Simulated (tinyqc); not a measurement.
Ellipsometry and reflectance of a transparent film on an absorbing substrate: two steps of the calculation.

Air (index 1), film, substrate with N2 = n2 - i k2; time factor exp(+i w t). q_j = sqrt(N_j^2 - sin^2 th), root with positive real part. Fresnel coefficients r_s = (q_a - q_b)/(q_a + q_b), r_p = (N_b^2 q_a - N_a^2 q_b)/(N_b^2 q_a + N_a^2 q_b). tan(Psi) exp(i Delta) = R_p/R_s, Delta taken from 0 to 360 degrees.

Inputs (values chosen for the exercise); indices close to those of silicon dioxide on silicon:

| symbol | value | unit | meaning |
|---|---|---|---|
| lam | 632.8 | nm | wavelength |
| th | 70 | degrees | angle of incidence |
| n1 | 1.46 |  | index of the transparent film |
| d | 8 | nm | film thickness |
| n2 | 3.882 |  | index of the substrate |
| k2 | 0.019 |  | extinction coefficient of the substrate |

Problem 1. Interface coefficients and thickness period. q0, q1, q2 and the coefficients r01 and r12 for p and s; the results repeat in d with the period lam/(2 q1).

Wanted: q0; q1; q2; r01,p; r01,s; r12,p; r12,s; period.

Solution 1.

q0 = 0.3420
q1 = 1.117
q2 = 3.767-0.020i
r01,p = -0.2103
r01,s = -0.5313
r12,p = 0.3543-0.0020i
r12,s = -0.5424+0.0018i
period = 283.2 nm

Problem 2. Psi, Delta and reflectances. beta = 2 pi d q1/lam, X = exp(-2 i beta), R = (r01 + r12 X)/(1 + r01 r12 X) for p and s.

q1 = 1.1173978
r01,p = -0.21032147
r01,s = -0.53129239
r12,p = 0.35429103-0.00200681i
r12,s = -0.54242793+0.00183465i

Wanted: beta; X; R_p; R_s; Psi; Delta; |R_p|^2; |R_s|^2.

Solution 2.

beta = 0.08876 rad
X = 0.9843-0.1766i
R_p = 0.1479-0.0718i
R_s = -0.8314+0.0425i
Psi = 11.17 degrees
Delta = 157.0 degrees
|R_p|^2 = 0.02703
|R_s|^2 = 0.6930

The bare substrate gives Psi = 10.57 and Delta = 179.23 degrees.

Numbers from tinyqc (`OMP_NUM_THREADS=1 python tinyqc.py 2870125 2870126 out.jsonl`; about 0.01 s on one thread of a shared Intel Xeon 2.30GHz).
